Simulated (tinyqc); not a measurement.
Inside a calculation. Method: Hubbard ring of 6 sites. Computed by tinyqc, a small Python program that keeps every step. Settings: hopping = 1.84, U = 4.8, mixing = 1, iteration cap = 74. Command: `OMP_NUM_THREADS=1 python tinyqc.py 23467 23468 out.jsonl` (the two numbers bound the seeds that draw the settings). One thread of a shared host (Intel(R) Xeon(R) Processor @ 2.60GHz), about 0.3 s of CPU time with the checks.

one-body matrix (hopping and site energies) (eV), lower triangle:
```
         1        2        3        4        5       6
1   0.0000
2  -1.8400   0.0000
3   0.0000  -1.8400   0.0000
4   0.0000   0.0000  -1.8400   0.0000
5   0.0000   0.0000   0.0000  -1.8400   0.0000
6  -1.8400   0.0000   0.0000   0.0000  -1.8400  0.0000
```

U = 4.8000 eV

electrons, up and down: 3  3

n(up) at the start (a guess, not normalised): 1 0.8000, 2 0.2000, 3 0.8000, 4 0.2000, 5 0.8000, 6 0.2000

n(down) at the start (a guess): 1 0.2000, 2 0.8000, 3 0.2000, 4 0.8000, 5 0.2000, 6 0.8000

Each step fills the lowest levels of T + U n(other spin) and sets n(new) = n + mixing (n(out) - n); stop when output and input agree to 1e-8.

Course of the cycle:
```
iteration     E (eV)  largest |n(out) - n(in)|  mean |n_up - n_down|
1          -7.490351                  3.38e-02                0.5323
2          -7.524016                  2.14e-02                0.4896
3          -7.539187                  1.47e-02                0.4602
4          -7.546910                  1.06e-02                0.4389
5          -7.551173                  7.98e-03                0.4230
6          -7.553667                  6.14e-03                0.4107
7          -7.555187                  4.82e-03                0.4010
8          -7.556145                  3.84e-03                0.3933
9          -7.556763                  3.10e-03                0.3871
10         -7.557170                  2.52e-03                0.3821
11         -7.557442                  2.06e-03                0.3780
...              ...                       ...                   ...
64         -7.558044                  2.86e-07                0.3571
65         -7.558044                  2.43e-07                0.3570
66         -7.558044                  2.06e-07                0.3570
67         -7.558044                  1.75e-07                0.3570
68         -7.558044                  1.48e-07                0.3570
69         -7.558044                  1.26e-07                0.3570
70         -7.558044                  1.07e-07                0.3570
71         -7.558044                  9.07e-08                0.3570
72         -7.558044                  7.70e-08                0.3570
73         -7.558044                  6.53e-08                0.3570
74         -7.558044                  5.54e-08                0.3570
```

Can the last value be used, and what does the course show?

Not by the stop rule, although the second column moves by less than 1e-07 over the last three steps. Not converged within 74 iterations: the residual falls steadily but slowly, by a factor of about 0.85 a step. The lowest mean-field energy found from random starts is -7.55804 eV. Reruns (cap 100 unless said): mixing 0.2: not converged; mixing 0.5: not converged; mixing 0.9: converged in 95 (E = -7.55804); the original settings with a cap of 400: converged in 85 (E = -7.55804).
